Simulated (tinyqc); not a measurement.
Tight binding, dimerised chain, step by step. Computed by tinyqc, a small Python program that keeps every step. Settings: t1 = 0.89, t2 = 1.64, delta = 0.95, points = 6, cells = 4. Command: `OMP_NUM_THREADS=1 python tinyqc.py 27629 27630 out.jsonl` (the two numbers bound the seeds that draw the settings). One thread of a shared host (Intel(R) Xeon(R) Processor @ 2.60GHz), about 0.01 s of CPU time with the checks.

## Bloch Hamiltonian at k

Parameters chosen for this model:
```
parameter     value                      unit
t1         0.890000       eV, inside the cell
t2         1.640000         eV, between cells
delta      0.950000  eV, +/- on the two sites
```

k point k (2 pi / a): 0.22000

H_AA = +delta, H_BB = -delta, H_AB = -t1 - t2 exp(-i k a).

H(k) at k (eV):
```
                   A                  B
A            0.95000  -1.19731+1.61095i
B  -1.19731-1.61095i           -0.95000
```

## Levels at k

Diagonalise the Hermitian matrix.

eigenvalues (eV): -2.22063  2.22063

weights |c|^2 of the basis functions:
```
    band 1   band 2
A  0.28610  0.71390
B  0.71390  0.28610
```

## Bloch Hamiltonian at X

k point X (2 pi / a): 0.50000

As before.

H(k) at X (eV):
```
         A         B
A  0.95000   0.75000
B  0.75000  -0.95000
```

## Levels at X

As before.

eigenvalues (eV): -1.21037  1.21037

weights |c|^2 of the basis functions:
```
    band 1   band 2
A  0.10756  0.89244
B  0.89244  0.10756
```

## Bands along a path

The same steps at evenly spaced points between the labelled ones.

Bands along the path (eV):
```
k           band 1   band 2
G         -2.70248  2.70248
G-X 0.33  -2.41740  2.41740
G-X 0.67  -1.71015  1.71015
X         -1.21037  1.21037
```

With 1 band(s) filled, the highest filled level on these points lies at X and the lowest empty one at X: a gap of 2.4207 eV, direct.

## Berry (Zak) phase of the lower band

On 6 points k_j = j/N: phase = -Im ln of the product of <u_j|u_(j+1)>, closed with u_N = u_0 (the cell-periodic part is taken without the site positions). Single arguments depend on the phases chosen for the u_j; only their sum modulo 2 pi does not.

Overlaps:
```
j  |<u_j|u_j+1>|  argument (rad)
0        0.94878        -0.21286
1        0.93145        -0.20694
2        0.83983        -0.18493
3        0.83983        -0.18493
4        0.93145        -0.20694
5        0.94878        -0.21286
```

phase / pi, folded into (-1, 1] = 0.38498

## Open chain of 4 cells

H of the open chain (eV):
```
          1         2         3         4         5         6         7         8
1   0.95000  -0.89000   0.00000   0.00000   0.00000   0.00000   0.00000   0.00000
2  -0.89000  -0.95000  -1.64000   0.00000   0.00000   0.00000   0.00000   0.00000
3   0.00000  -1.64000   0.95000  -0.89000   0.00000   0.00000   0.00000   0.00000
4   0.00000   0.00000  -0.89000  -0.95000  -1.64000   0.00000   0.00000   0.00000
5   0.00000   0.00000   0.00000  -1.64000   0.95000  -0.89000   0.00000   0.00000
6   0.00000   0.00000   0.00000   0.00000  -0.89000  -0.95000  -1.64000   0.00000
7   0.00000   0.00000   0.00000   0.00000   0.00000  -1.64000   0.95000  -0.89000
8   0.00000   0.00000   0.00000   0.00000   0.00000   0.00000  -0.89000  -0.95000
```

The same hoppings without the wrap-around bond.

levels (eV): -2.56383  -2.17388  -1.62335  -0.95550  0.95550  1.62335  2.17388  2.56383

weights of the highest filled level on the sites: 0.00209  0.00959  0.00060  0.05427  0.00016  0.20798  0.00003  0.72528

The bulk gap runs from -1.2104 to 1.2104 eV; 2 level(s) of this chain lie inside it: end states, which need the weaker bond inside the cell and a chain longer than their decay length.
